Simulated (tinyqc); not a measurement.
# Octagonal on-chip spiral inductor, lumped pi model, step by step

Program tinyqc, `OMP_NUM_THREADS=1 python tinyqc.py 2302229 2302230 out.jsonl`; Intel Xeon 2.30GHz, shared host, one thread, about 0.01 s. Printed values are rounded.

Outer diameter do = di + 2 n wd + 2 (n - 1) sp, mean da = (do + di)/2, fill p = (do - di)/(do + di), length l = 3.314 n da. L = 2.25 mu0 n^2 da/(1 + 3.55 p), mu0 = 4 pi 1e-7 H/m. Rs = rho l/(wd delta (1 - exp(-th/delta))), delta = sqrt(rho/(pi f mu0)). Cs = n wd^2 eps0 eo/hu across the coil. At each end Cox = l wd eps0 eo/(2 ho) leads to the substrate branch Rsi = 2 rs he/(l wd) in parallel with Csi = l wd eps0 11.7/(2 he). With one end grounded Y = 1/(Rs + i w L) + i w Cs + 1/[1/(i w Cox) + 1/(1/Rsi + i w Csi)], w = 2 pi f; Q = -Im Y/Re Y. Eddy currents in neighbouring turns and in the substrate are left out.

Values chosen for this exercise; values of the order met in silicon radio-frequency processes:
- n = 6.5 (number of turns)
- wd = 15 um (line width)
- sp = 2 um (space between turns)
- di = 100 um (inner diameter)
- th = 4 um (metal thickness)
- rho = 3 uohm cm (metal resistivity)
- ho = 8.4 um (oxide below the coil)
- hu = 0.7 um (oxide between coil and underpass)
- eo = 4.1 (relative permittivity of the oxide)
- rs = 1 ohm cm (substrate resistivity)
- he = 80 um (effective spreading depth in the substrate)
- f = 3.5 GHz (frequency)

Constants: eps0 = 8.8541878128e-12 F/m. Results are converted to the units shown.

## Geometry and model elements

do, l, L, delta, Rs, Cs, Cox, Rsi and Csi as defined.

do = 317 um
l = 4491.30 um
L = 8.74747 nH
delta = 1.47349 um
Rs = 6.52852 ohm
Cs = 75.8456 fF
Cox = 145.575 fF
Rsi = 23.7496 ohm
Csi = 43.6192 fF

Rs is 2.91 times the direct-current value in this empirical form, which overstates the skin effect of a flat slab when delta is near th and so stands in for some current crowding.

## Admittance, quality factor and apparent inductance

Series branch 1/(Rs + i w L), substrate branch, total Y, Q = -Im Y/Re Y, apparent inductance Im(1/Y)/w, metal-only value w L/Rs, share of the loss in the substrate Re(substrate branch)/Re Y.

series branch = 0.17622-5.19242i mS
substrate branch = 0.24105+3.17754i mS
Y = 0.417269-0.346946i mS
Q = 0.831470
apparent inductance = 53.5737 nH
w L/Rs = 29.4656
share of the loss in the substrate = 57.7683 %

Q is 2.82 % of the metal-only value.
